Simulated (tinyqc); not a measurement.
Lattice vibrations of a chain, step by step. One step of it, computed by the program tinyqc.

Problem. Frequencies. omega^2 are the eigenvalues; wavenumber = 521.4708 sqrt(eigenvalue) 1/cm.

D(q) (eV/(angstrom^2 u)):
```
                    1          2          3                   4
1            1.023148  -0.343446   0.000000  0.511199+0.240552i
2           -0.343446   0.698835  -0.416046            0.000000
3            0.000000  -0.416046   0.837088           -0.435756
4  0.511199-0.240552i   0.000000  -0.435756            0.976789
```

Give: eigenvalues; wavenumbers; weights |e|^2 of the mass-weighted modes.

Solution.

eigenvalues: 0.1816  0.3269  1.3292  1.6981

wavenumbers (1/cm): 222.2  298.2  601.2  679.5

weights |e|^2 of the mass-weighted modes:
```
        mode 1  mode 2  mode 3  mode 4
atom 1  0.1334  0.2995  0.1682  0.3989
atom 2  0.2753  0.3216  0.3820  0.0212
atom 3  0.3449  0.1357  0.4119  0.1076
atom 4  0.2464  0.2433  0.0379  0.4723
```
